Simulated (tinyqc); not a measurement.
Finite line against the semi-infinite law: electromigration in a confined line: Blech product, Korhonen stress evolution and Black's law. Computed by tinyqc, a small Python program. Command: `OMP_NUM_THREADS=1 python tinyqc.py 3010204 3010205 out.jsonl emigr walk`. One thread of a shared host (Intel(R) Xeon(R) Processor @ 2.30GHz), about 0.02 s of CPU time with the checks.

The electron wind pushes atoms from the cathode (x = 0) to the anode (x = L); blocking ends build a back stress (tension positive). The input rho is taken not to change with temperature. d sigma/dt = d/dx [kappa (d sigma/dx + G)], with zero flux at both ends and sigma = sigma_0 at t = 0.

Inputs (values chosen for the exercise, close to those used for aluminium lines):
```
quantity                      value          unit
resistivity rho                 3.6  micro-ohm cm
atomic volume Omega            16.6    angstrom^3
effective charge number Z*      3.8             -
prefactor D0                1.4e-07         m^2/s
activation energy E           0.682            eV
effective modulus B              33           GPa
critical stress sigma_c         370           MPa
initial stress sigma_0          180           MPa
current density j               0.5       MA/cm^2
line length L                   110            um
test temperature T              300             C
```

Start: thermal stress.

Constants: e = 1.602176634e-19 C; k_B = 8.617333262e-05 eV/K; k_B = 1.380649e-23 J/K.

Method:
- G = Z* e rho j/Omega; D = D0 exp(-E/(k_B T)); kappa = D B Omega/(k_B T); drift velocity of an unconfined line v = D Z* e rho j/(k_B T). SI: 1 micro-ohm cm = 1e-8 ohm m, 1 MA/cm^2 = 1e10 A/m^2.
- Temperatures in kelvin are T(C) + 273.15.
- At steady state sigma(x) = sigma_0 + G (L/2 - x). A void forms only if the cathode stress reaches sigma_c, that is if j L exceeds (j L)_c = 2 Omega (sigma_c - sigma_0)/(Z* e rho). Time scale tau = L^2/kappa.
- sigma(x, t) = sigma_0 + G L [1/2 - x/L - 4 sum_(m odd) cos(m pi x/L) exp(-m^2 pi^2 s)/(m pi)^2], s = t/tau, summed to m = 399.
- Semi-infinite line: sigma(0, t) = sigma_0 + 2 G L sqrt(s/pi). One-term form: keep m = 1 alone.

tau = 0.344345 h

stress gradient G = 6.60174 MPa/um

Cathode stress (MPa):
```
s           t (h)  full series  semi-infinite  one term
0.002  6.8869e-04       216.65         216.65    254.53
0.005  1.7217e-03       237.94         237.94    262.95
0.01   3.4435e-03       261.94         261.94    276.44
0.02   6.8869e-03       295.88         295.88    301.50
0.05   1.7217e-02       363.03         363.23    363.42
0.1    3.4435e-02       433.40         439.12    433.40
0.2    6.8869e-02       502.21         546.46    502.21
0.4    1.3774e-01       537.42         698.25    537.42
0.8    2.7548e-01       542.99         912.91    542.99
```

Among these rows the semi-infinite law holds to 1 % up to s = 0.05 and the one-term form from s = 0.05 on: the far end is felt once sqrt(kappa t) is no longer small against L, and by then the terms with m > 1 have nearly died out. The critical stress 370 MPa is passed between s = 0.05 and 0.1. Caution: rows beyond sigma_c are formal, since a void ends the model there.
